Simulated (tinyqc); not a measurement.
Inside a calculation. Model: electron mobility in a silicon inversion layer, empirical terms and Matthiessen rule.

tinyqc, about 0.01 s, one thread, Intel Xeon 2.30GHz (shared host): `OMP_NUM_THREADS=1 python tinyqc.py 2510008 2510009 out.jsonl` Printed values are rounded.

Inversion layer of sheet density Ns on a uniformly doped body, under a high-permittivity gate with an interlayer. The mobility terms are empirical power laws with prefactors chosen for the exercise; adding their inverses (Matthiessen) is itself an approximation.

Inputs (values chosen for the exercise); material values close to those of silicon: temperature T = 300 K; band gap Eg = 1.14 eV; relative permittivity of the semiconductor eps_r = 11.9; conduction-band density of states at T Nc = 2.85e19 cm^-3; valence-band density of states at T Nv = 2.64e19 cm^-3; body doping Nb = 5.5e16 cm^-3; reverse body bias Vsb = 0.3 V; weight of the inversion charge in the effective field eta = 0.5; gate capacitance Cox = 1.12 uF/cm^2; phonon-limited mobility at 1 MV/cm and 300 K Ap = 477 cm^2/(V s); roughness-limited mobility at 1 MV/cm As = 882 cm^2/(V s); exponent of the roughness term gs = 2; Coulomb prefactor Ac = 2500 cm^2/(V s); charge at the interface Nit = 6.7e11 cm^-2; remote-phonon mobility without interlayer Ar = 300 cm^2/(V s); interlayer thickness ti = 0.9 nm; decay length of remote phonons lr = 0.5 nm; inversion density Ns = 1e13 cm^-2; ratio W/L WL = 5; drain voltage Vd = 0.02 V; measured linear current I = 48.3 uA.

Constants: q = 1.602176634e-19 C, kB = 1.380649e-23 J/K, Vt = kB T/q, eps0 = 8.8541878128e-14 F/cm where lengths are in cm. Results are converted to the units shown.

## Depletion charge and effective field

ni = sqrt(Nc Nv) exp(-Eg/(2 Vt)), Eg in volts; Ndep = sqrt(2 eps0 eps_r Nb (2 Vt ln(Nb/ni) + Vsb)/q); E = q (Ndep + eta Ns)/(eps0 eps_r), in MV/cm.

ni = 7.288629e9 cm^-3
Ndep = 8.996374e11 cm^-2
E = 0.8970983 MV/cm

The depletion charge gives 15.2 % of the field.

## Mobility terms and their sum

With t = T/(300 K): muC = Ac (Ns/1e12 cm^-2) t/(Nb/1e17 cm^-3 + Nit/1e11 cm^-2), muP = Ap E^(-1/3) t^(-1.75), muS = As E^(-gs), muR = Ar exp(2 ti/lr)/t; 1/mu is the sum of the inverses.

terms (cm^2/(V s)): Coulomb 3448.276, phonon 494.5821, roughness 1095.944, remote phonon 10979.47
mu = 301.6188 cm^2/(V s)
shares of 1/mu (%): Coulomb 8.746945, phonon 60.98458, roughness 27.52136, remote phonon 2.747116

The phonon term limits most.

## Iteration 1: inversion density for the measured current

Ns at the start = 7e12 cm^-2

I = (W/L) q Ns mu Vd. E = q (Ndep + eta Ns)/(eps0 eps_r) in MV/cm. With t = T/(300 K): muC = Ac (Ns/1e12 cm^-2) t/(Nb/1e17 cm^-3 + Nit/1e11 cm^-2), muP = Ap E^(-1/3) t^(-1.75), muS = As E^(-gs), muR = Ar exp(2 ti/lr)/t; 1/mu is the sum of the inverses. Ns(new) = I/((W/L) q mu Vd).

E = 0.6690084 MV/cm
mu = 351.3254 cm^2/(V s)
Ns after iteration 1 = 8.580787e12 cm^-2

## Iteration 2: inversion density for the measured current

As before.

E = 0.7891956 MV/cm
mu = 325.4618 cm^2/(V s)
Ns after iteration 2 = 9.262682e12 cm^-2

## Course of the iteration: inversion density for the measured current

Stop when Ns changes by less than 1e5 cm^-2, or after 120 iterations.

Course of the iteration:
```
iteration   Ns (cm^-2)  |change| (cm^-2)
1          8.580787e12           1.58e12
2          9.262682e12           6.82e11
3          9.601748e12           3.39e11
4          9.779242e12           1.77e11
5          9.874413e12           9.52e10
6          9.926070e12           5.17e10
7          9.954289e12           2.82e10
8          9.969759e12           1.55e10
9          9.978255e12            8.50e9
...                ...               ...
21         9.988633e12            6.56e6
22         9.988637e12            3.61e6
23         9.988639e12            1.99e6
24         9.988640e12            1.09e6
25         9.988641e12            6.03e5
26         9.988641e12            3.32e5
27         9.988641e12            1.83e5
28         9.988641e12            1.01e5
29         9.988641e12            5.53e4
```

Converged in 29 iterations. At the end each change is about 0.55 times the one before: linear convergence.

## Split C-V extraction

Vg, point 0 to 12 (V): [0.1, 0.15, 0.2, 0.25, 0.3, 0.35, 0.4, 0.45, 0.5, 0.55, 0.6, 0.65, 0.7]
Cgc, point 0 to 12 (uF/cm^2): [1.418190e-4, 6.660420e-4, 0.003122611, 0.01452221, 0.06511180, 0.2517945, 0.6459622, 0.9687043, 1.083969, 1.112132, 1.118316, 1.119641, 1.119924]
I, point 0 to 12 (uA): [4.520838e-9, 9.975566e-8, 2.197027e-6, 4.796240e-5, 0.001005739, 0.01785587, 0.1924940, 0.9407885, 2.444913, 4.480354, 6.811099, 9.287225, 11.81664]

Q(Vg) is the trapezoid sum of Cgc from the first point (where Q is taken as 0); mu_eff = I/((W/L) Q Vd); mu_FE = (dI/dVg)/((W/L) Cox Vd) with a backward difference. Listed from point 4 on.

Q, point 4 to 12 (uC/cm^2): [0.002546884, 0.01046954, 0.03291346, 0.07328012, 0.1245969, 0.1794995, 0.2352607, 0.2912096, 0.3471987]
mu_eff, point 4 to 12 (cm^2/(V s)): [3.948901, 17.05506, 58.48489, 128.3825, 196.2258, 249.6026, 289.5129, 318.9189, 340.3421]
mu_FE, point 4 to 12 (cm^2/(V s)): [0.1710316, 3.008951, 31.18538, 133.6240, 268.5937, 363.4715, 416.2045, 442.1652, 451.6805]

At the last point mu_FE is 33 % above mu_eff.
